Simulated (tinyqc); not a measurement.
Full result against the linear law: strain, valley repopulation and piezoresistance in a many-valley conduction band. Computed by tinyqc, a small Python program. Command: `OMP_NUM_THREADS=1 python tinyqc.py 3002072 3002073 out.jsonl valleys walk`. One thread of a shared host (Intel(R) Xeon(R) Processor @ 2.30GHz), about 0.02 s of CPU time with the checks.

Valleys are ellipsoids with mass m_l along the axis a and m_t across it, parabolic, with one constant relaxation time; strain shifts the valleys and leaves the masses alone. Currents are taken along [100], in the plane, and along [001], across the plane.

Inputs (values chosen for the exercise, modelled on silicon):
```
quantity                               value    unit
longitudinal mass m_l                  0.895     m_0
transverse mass m_t                    0.185     m_0
shear deformation potential Xi_u        9.29      eV
dilation deformation potential Xi_d      1.1      eV
C11                                      165     GPa
C12                                       64     GPa
C44                                     79.1     GPa
electron density n                   3.1e+15  1/cm^3
relaxation time tau                       45      fs
temperature T                            300       K
```

Valley axes: <100> (6 valleys in 3 pairs). Load: biaxial in the (001) plane.

Constants: k_B = 8.617333262e-05 eV/K; m_0 = 9.1093837015e-31 kg; k_B = 1.380649e-23 J/K; hbar = 1.054571817e-34 J s; e = 1.602176634e-19 C.

Method:
- Each of the 6 valleys holds n_v = N_v (2/sqrt(pi)) F_1/2((E_F - dE_v)/(k_B T)), N_v = 2 (m_d k_B T/(2 pi hbar^2))^(3/2), m_d = (m_l m_t^2)^(1/3); E_F solves sum n_v = n and is counted from the unstrained edge.
- F_j(eta) = int_0^infinity x^j/(1 + exp(x - eta)) dx, without a gamma-function factor. It is evaluated after integrating by parts.
- Integrals over x = E/(k_B T) use 160 Gauss-Legendre points in u = sqrt(x) from 0 to sqrt(max(eta, 0) + 32).
- With eta_0 the reduced Fermi level without strain, r = F_-1/2(eta_0)/(2 F_1/2(eta_0)) (1 for a classical gas) and c = r (Xi_u/k_B T) (m_l - m_t)/(2 m_l + m_t): pi11 = -(2/3) c (S11 - S12), pi12 = -pi11/2, pi44 = 0, with S11 - S12 = 1/(C11 - C12).
- Compliances S11 = (C11 + C12)/((C11 - C12)(C11 + 2 C12)), S12 = -C12/((C11 - C12)(C11 + 2 C12)), S44 = 1/C44; stress sigma_xx = sigma_yy = X, all else 0; e_xx = S11 sigma_xx + S12 (sigma_yy + sigma_zz), e_xy = S44 sigma_xy/2 (tensor strain).
- Herring-Vogt shift of a valley with unit axis a: dE = Xi_d tr(e) + Xi_u a.e.a.
- Mobility tensor mu = e tau sum_v (n_v/n) [1/m_t + (1/m_l - 1/m_t) a a^T]; unstrained mu_0 = e tau (1/m_l + 2/m_t)/3; resistivity along d from the inverse tensor, rho_d = d.mu^-1.d/(n e), mobility along d = 1/(d.mu^-1.d); gauge pi_d = (rho_d/rho_0 - 1)/X.
- Linear theory: pi = pi11 + pi12 in the plane and 2 pi12 across it.

pi11 = -85.2672 1e-11/Pa

pi12 = 42.6336 1e-11/Pa

Resistance changes (%); at 2000 MPa the strain is near or above 1 %, where band warping, left out here, matters:
```
X (MPa)  splitting (meV)  largest share  first direction   linear  second direction   linear
-2000             183.96        0.49980           21.881   85.267            -26.42  -170.53
-1000              91.98        0.49298           20.798   42.634            -25.61   -85.27
-400               36.79        0.44624           13.865   17.053            -19.58   -34.11
-150               13.80        0.38663            6.099    6.395            -10.31   -12.79
-50                 4.60        0.35248            2.109    2.132             -3.97    -4.26
50                  4.60        0.37396           -2.144   -2.132              4.58     4.26
150                13.80        0.46021           -6.404   -6.395             15.85    12.79
400                36.79        0.67480          -15.550  -17.053             58.29    34.11
1000               91.98        0.94607          -24.835  -42.634            194.84    85.27
2000              183.96        0.99838          -26.396  -85.267            253.65   170.53
```

Along the first direction the linear law holds within 10 % for 5 of the 10 stresses, at -150, -50.0, 50.0, 150, 400 MPa. At the largest compression the full change is +21.9 % against the linear +85.3 %, at the largest tension -26.4 % against -85.3 %: once the splitting is comparable with k_B T (or E_F) the populations no longer follow it linearly, and the change must saturate when the upper valleys are empty.

Extremes, crossings and ranges named in words are read from the listed rows.
